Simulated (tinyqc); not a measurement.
What each parameter does: Wannier functions of a composite (isolated) pair of valence bands (bonds of an sp chain).

Each atom has a hybrid pointing left (<) and right (>). H(k): diagonal +V3 on A, -V3 on B; <A<|A>> = -V1a, <B<|B>> = -V1b, <A>|B<> = -V2, <B>|A<> = -V2p exp(ik); k in 1/a, Bloch sums with exp(ikR). The two lowest bands are filled. Trial functions in cell 0: g1 = cos(c) A> + sin(c) B<, and g2 = sin(c) B> + cos(c) A< of cell 1, whose Bloch vector has cos(c) exp(-ik) on A<. Projection A_mn = <psi_m|g_n>, S = A^+ A, Loewdin U = A S^(-1/2), Bloch-like states w_n = sum_m psi_m U_mn, H_W(k) = U^+ diag(E) U. P = sum_m |psi_m><psi_m| is free of phase choices, and S = g^+ P g, w = P g S^(-1/2).

Values chosen for the exercise: V2 = 4.11 eV (coupling in the bond A-B inside the cell); V2p = 2.58 eV (coupling in the bond to the next cell); V1a = 1.54 eV (coupling of the two hybrids on A); V1b = 1.01 eV (the same on B); V3 = 0 eV (A at +V3, B at -V3); c = 55 degrees (trial bonds cos(c) on A, sin(c) on B); xb = 0.56 a (position of B (A at 0)).

N = 12: centres, total spread (point-like hybrids at R and R + xb) and H_12(0).

Results for these values:
```
case,centre 1 (a),centre 2 (a),total spread (a^2),H_12(0) (eV)
base,0.2764,0.7836,0.1379,-0.4857
```

What happens to each result for V2p = 2.98 eV, all else kept?

Answer: centre 1 rises from 0.2764 to 0.2768; centre 2 falls from 0.7836 to 0.7832; total spread falls from 0.1379 to 0.1364; H_12(0) falls from -0.4857 to -0.4883.

The same for each parameter in turn:
```
case,centre 1 (a),centre 2 (a),total spread (a^2),H_12(0) (eV)
base,0.2764,0.7836,0.1379,-0.4857
V2 = 4.51 eV,0.2768,0.7832,0.1366,-0.4874
V2p = 2.98 eV,0.2768,0.7832,0.1364,-0.4883
V1a = 1.74 eV,0.2747,0.7853,0.1401,-0.4803
V1b = 1.21 eV,0.2776,0.7824,0.1400,-0.5819
V3 = 0.4 eV,0.3008,0.7509,0.1358,-0.5454
xb = 0.61 a,0.3014,0.8086,0.1421,-0.4857
```

Program tinyqc; command `OMP_NUM_THREADS=1 python tinyqc.py 1482756 1482757 out.jsonl`; about 0.3 s on one thread of a shared Intel(R) Xeon(R) Processor @ 2.30GHz.
